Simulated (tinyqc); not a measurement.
Inside a calculation. Model: surface potential of a MOS transistor: implicit equation and explicit approximations.

tinyqc, about 0.01 s, one thread, Intel Xeon 2.30GHz (shared host): `OMP_NUM_THREADS=1 python tinyqc.py 2122049 2122050 out.jsonl` Printed values are rounded.

p-type body, charge-sheet picture, depletion and inversion only, full ionisation (an idealisation for deep acceptors), Boltzmann statistics (rough once Na exp(x - xn) passes about Nc/7). In units of Vt: xg = (Vg - Vfb)/Vt, x = psi/Vt, G = gamma/sqrt(Vt), xn = (2 phiF + Vc)/Vt. The implicit equation is (xg - x)^2 = G^2 [x - 1 + exp(x - xn)] for x above about 3. Cox = eps0 eox/tox.

Inputs (values chosen for the exercise); band and dielectric values those of a made-up semiconductor:
- T = 300 K (temperature)
- Eg = 1.1 eV (band gap)
- eps_r = 14.4 (relative permittivity)
- Nc = 3.29e19 cm^-3 (conduction-band density of states at T)
- Nv = 2.72e19 cm^-3 (valence-band density of states at T)
- eox = 3.9 (relative permittivity of the gate insulator (close to silicon dioxide))
- tox = 14 nm (insulator thickness)
- Na = 1.4e16 cm^-3 (acceptor density)
- Vfb = -0.37 V (flat-band voltage)
- Vc = 0 V (channel-body voltage)
- Vg = 1.24 V (gate-body voltage)

Constants: q = 1.602176634e-19 C, kB = 1.380649e-23 J/K, Vt = kB T/q, eps0 = 8.8541878128e-14 F/cm where lengths are in cm. Results are converted to the units shown.

## Scales

ni = sqrt(Nc Nv) exp(-Eg/(2 Vt)), Eg in volts; phiF = Vt ln(Na/ni); gamma = sqrt(2 q eps0 eps_r Na)/Cox; VT = Vfb + Vt (xn + G sqrt(xn - 1)).

phiF = 0.351792 V
gamma = 0.306623 V^0.5
G = 1.90703
xn = 27.2158
VT = 0.586009 V
xg = 62.2776

## Explicit approximation

Depletion value a = 1 + [sqrt(G^2/4 + xg - 1) - G/2]^2; inversion value b = xn + ln[(xg - xn)^2/G^2 - xn + 1] and first guess y = min(a, b) - ln(1 + exp(-|a - b|)) if a > xn + 1, else b = y = a; one second-order correction with D = exp(y - xn), p = 2 (xg - y) + G^2 (1 + D), w = (xg - y)^2 - G^2 (y - 1 + D): z = y + 2 w/(p + sqrt(p^2 - 2 (2 - G^2 D) w)), or the Newton step z = y + w/p where the root is not real.

a = 49.0574
b = 32.9582
y = 32.9582
p = 1196.26
w = -390.586
z = 32.5547

The root of the implicit equation is x = 32.5683; y misses it by 0.39 and z by -0.014, in units of Vt.

## Starting value

x = a rounded to two decimals.

x at the start = 49.06

## Iteration 1: new x

D = exp(x - xn), f = (xg - x)^2 - G^2 (x - 1 + D), f' = -2 (xg - x) - G^2 (1 + D), x(new) = x - f/f'.

D = 3.06767e9
f = -1.11564e10
f' = -1.11564e10
x after iteration 1 = 48.0600

## Iteration 2: new x

As before.

D = 1.12853e9
f = -4.10421e9
f' = -4.10421e9
x after iteration 2 = 47.0600

## Iteration 3: new x

As before.

D = 4.15165e8
f = -1.50986e9
f' = -1.50986e9
x after iteration 3 = 46.0600

## Course of the iteration

Stop when the step is below 1e-11, or after 60 iterations.

Course of the iteration:
```
iteration  x before the step      step
1                      49.06     -1.00
2                    48.0600     -1.00
3                    47.0600     -1.00
4                    46.0600     -1.00
5                    45.0600     -1.00
6                    44.0600     -1.00
7                    43.0600     -1.00
8                    42.0600     -1.00
9                    41.0600     -1.00
...                      ...       ...
14                   36.0721    -0.976
15                   35.0962    -0.930
16                   34.1657    -0.811
17                   33.3550    -0.554
18                   32.8015    -0.210
19                   32.5919   -0.0234
20                   32.5686  -2.55e-4
21                   32.5683  -3.01e-8
22                   32.5683         0
```

Converged in 22 iterations. In 14 iterations the step is within 5 % of -1, the mark of an exponential that dominates f.

## Potential, charges and gate control

converged x = 32.5683

psi = Vt x; N_dep = Cox Vt G sqrt(x - 1)/q; N_inv = (Cox Vt G/q) [sqrt(x - 1 + exp(x - xn)) - sqrt(x - 1)]; dpsi/dVg = 1/[1 + G^2 (1 + exp(x - xn))/(2 (xg - x))].

psi = 0.841956 V
N_dep = 4.26434e11 cm^-2
N_inv = 7.5596e11 cm^-2
dpsi/dVg = 0.0715119

psi lies 5.4 Vt above 2 phiF + Vc.
